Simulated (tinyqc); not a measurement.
A particle near a wafer in liquid: double-layer and van der Waals forces (DLVO), deposition barrier and removal: one step, computed by the program tinyqc.

Sphere and flat wall, Derjaguin approximation, constant potentials in the linear-superposition form, no retardation and no hydration force.

Problem. The curve. U(h) = Z R exp(-kappa h) - A R/(6 h); F(h) = -dU/dh = kappa Z R exp(-kappa h) - A R/(6 h^2), positive for repulsion.

Inputs (values chosen for the exercise, of the order of those for silicon nitride on silicon in water): particle radius R = 11 nm; Hamaker constant A = 2.7e-20 J; temperature T = 343 K.

kappa = 0.1734821 1/nm

Z = -3.359987 pN

Constants: k_B = 1.380649e-23 J/K.

Give: the table «Against the gap» with the columns kappa h, U (k_B T), F (pN), for h (nm) = 0.4, 0.6, 1.0, 1.5, 2.5, 4.0, 7.0, 12.0, 20.0, 40.0.

Solution.

Against the gap:

| h (nm) | kappa h | U (k_B T) | F (pN) |
|---|---|---|---|
| 0.4 | 0.069 | -33.41 | -3.154e+02 |
| 0.6 | 0.104 | -24.45 | -1.433e+02 |
| 1.0 | 0.173 | -17.01 | -5.489e+01 |
| 1.5 | 0.260 | -12.98 | -2.694e+01 |
| 2.5 | 0.434 | -9.24 | -1.208e+01 |
| 4.0 | 0.694 | -6.51 | -6.297e+00 |
| 7.0 | 1.214 | -3.81 | -2.914e+00 |
| 12.0 | 2.082 | -1.84 | -1.143e+00 |
| 20.0 | 3.470 | -0.77 | -3.233e-01 |
| 40.0 | 6.939 | -0.27 | -3.715e-02 |

Caution: kappa R is not large, so the Derjaguin approximation is only rough at gaps of the order of the Debye length. Caution: in rows where h is not small against R, A R/(6 h) overstates the van der Waals term. Caution: in rows with kappa h below 1 linear superposition is only rough.
